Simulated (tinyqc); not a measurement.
Worked calculation: Koster-Slater impurity in a tight-binding band, by Green functions and by supercells. Computed by tinyqc, a small Python program that keeps every step. Command: `OMP_NUM_THREADS=1 python tinyqc.py 3018659 3018660 out.jsonl kosterslater walk`. One thread of a shared host (Intel(R) Xeon(R) Processor @ 2.30GHz), about 0.03 s of CPU time with the checks. Intermediate numbers are printed to about 7 digits and carried at full precision; extremes and crossings named in words are read from the listed rows.

One orbital per site, e(k) = -2 t sum cos(k_i) over 2 direction(s), band from -4 t to 4 t, lattice constant 1. One site has the extra energy U. Spin is left out.

Inputs (values chosen for the exercise, for a model band):
```
quantity                   value      unit
hopping t                    1.1        eV
impurity potential U       -5.32        eV
supercell edge N               2     sites
energy inside the band E  -0.168        eV
broadening eta              0.17        eV
impurity concentration c   0.006  per site
```

Lattice: square.

Constants: hbar = 6.582119569e-16 eV s.

## The host Green function outside the band

Outside the band G0(E) = (2/(pi E)) K(m), m = 16 t^2/E^2, K the complete elliptic integral with parameter m. A bound state solves 1/U = G0(E). Energies: 0.05, 0.2, 0.5, 1, 2, 4 and 8 t beyond the band edge on the side of U, rounded to four digits.

Scan on the side of U:
```
E (eV)    G0 (1/eV)  1/U - G0 (1/eV)
-4.455   -0.4649914        0.2770214
-4.620   -0.3599849        0.1720150
-4.950   -0.2874865        0.0995165
-5.500   -0.2309544        0.0429845
-6.600   -0.1745561       -0.0134138
-8.800   -0.1219525       -0.0660174
-13.200  -0.0780046       -0.1099654
```

G0 diverges at the band edge, so any U binds a state, exponentially weakly when U is small.

## The bound state

Bisection in ln(distance from the edge) between 1e-5 t and |U| + t. Weight on the impurity site: -1/(U^2 dG0/dE), by a central difference with step min(1e-4 t, distance/30). Decay length along an axis: 1/arccosh(1 + distance/(2 t)).

level E_b = -6.261661 eV

distance from the band edge = 1.861661 eV

weight on the impurity site = 0.8137227

decay length = 0.8175087 sites

The state is compact: most of it sits on the impurity.

## Green function inside the band

Inside the band G0(z), z = E + i eta, comes from the chain form 1/(sqrt(y - 2t) sqrt(y + 2t)) (principal roots) at y = z + 2 t cos k, averaged over k in (0, pi) with 200 Gauss-Legendre points.

G0(E + i eta) = -0.1131312-0.6219423i 1/eV

## Scattering

T = U/(1 - U G0); phase shift delta = -arg(1 - U G0) in (-pi, pi]; host density of states -Im G0/pi; on the impurity -Im[G0/(1 - U G0)]/pi; lifetime of a band state hbar/(-2 c Im T).

T matrix = -0.190714-1.584917i eV

phase shift delta = 1.451041 rad

host density of states = 0.1979704 1/eV

density of states on the impurity = 0.01782516 1/eV

scattering lifetime = 34.60811 fs

The Born approximation would take Im T = U^2 Im G0 = -17.6 eV, 11.1 times the full value.

## The supercell Hamiltonian at Gamma

H_ij = -t for each bond from i to j, images included (two bonds add when N = 2); H_11 = U; sites are numbered with the last coordinate running fastest. Diagonalise.

H (eV):
```
       1      2      3      4
1  -5.32  -2.20  -2.20   0.00
2  -2.20   0.00   0.00  -2.20
3  -2.20   0.00   0.00  -2.20
4   0.00  -2.20  -2.20   0.00
```

levels (eV): -7.031727  -1.982465  0.000000  3.694192

## The level in the supercell

In a periodic cell of N sites along each direction with Bloch vector K, the level solves 1/U = N^-d sum_k 1/(E - e(k)), k_i = (2 pi m_i + K_i)/N, m_i = 0..N-1; the outermost root on the side of U is taken (bisection). d is the number of directions. Gamma means K_i = 0, the zone corner K_i = pi, the quarter point K_i = pi/2. The error is measured against the isolated level E_b.

level at Gamma = -7.031727 eV

level at the corner = -5.32 eV

level at the quarter point = -6.211050 eV

error at Gamma = -0.7700651 eV

width between Gamma and the corner = 1.711727 eV

Images turn the level into a band 1.71 eV wide; the quarter point misses the isolated level by 0.051 eV, far less than Gamma, because the leading hopping between images averages out there.

## Convergence with cell size

Even N; errors against the isolated level E_b, set to 0 below 1e-6 t.

Error of the level (eV):
```
N   sites          Gamma        corner  quarter point
2       4  -7.700651e-01  9.416615e-01   5.061146e-02
4      16  -5.324587e-02  5.061146e-02   2.680083e-04
6      36  -3.701214e-03  3.560461e-03   1.641796e-06
8      64  -2.721684e-04  2.680083e-04              0
12    144  -1.644779e-06  1.641796e-06              0
16    256              0             0              0
```

The error at Gamma falls exponentially, between the last two resolved rows by exp(-1.277) per site against 1/(decay length) = 1.223; the rest is the power-law prefactor of the Green function. Gamma and the corner err in opposite directions. Among the sizes listed an error below 1 meV is first reached at N = 8 at Gamma; at the quarter point N = 4 is enough.

## Phase shift across the band

delta/pi = -arg(1 - U G0)/pi counts the states added below E (Friedel); host DOS = -Im G0/pi, DOS on the impurity = -Im[G0/(1 - U G0)]/pi; 13 evenly spaced energies from -(band edge + |U| + 2t) to +(band edge + |U| + 2t).

Across the spectrum:
```
E (eV)     Re G0 (1/eV)  host DOS (1/eV)  DOS on the impurity (1/eV)   delta/pi
-11.92000    -0.0869711        0.0004254                   0.0014732  0.0042115
-9.93333     -0.1062004        0.0006472                   0.0034179  0.0079132
-7.94667     -0.1375094        0.0011337                   0.0156537  0.0224300
-5.96000     -0.2018314        0.0028189                   0.3681143  0.8190357
-3.97333     -0.3217866        0.0685195                   0.0376842  0.6770398
-1.98667     -0.2290280        0.1025720                   0.0343443  0.5403400
0.00000       0.0000000        0.2136264                   0.0155390  0.4130748
1.98667       0.2290280        0.1025720                   0.0130494  0.2094190
3.97333       0.3217866        0.0685195                   0.0079068  0.1271856
5.96000       0.2018314        0.0028189                   0.0006552  0.0072303
7.94667       0.1375094        0.0011337                   0.0003781  0.0034831
9.93333       0.1062004        0.0006472                   0.0002642  0.0022000
11.92000      0.0869711        0.0004254                   0.0001988  0.0015472
```

delta/pi starts and ends near zero (+0.004 and +0.002): the impurity moves states but creates none. delta/pi rises at the bound state below the band (-6.262 eV), reaches 0.82 among these rows (1 in the limit of small eta, just above the level) and is paid back by the top of the band.

Checks made by the program: G0 at the level by a direct sum over directions (relative difference below 1e-10); diagonalisation against the k sum (relative difference below 1e-10).
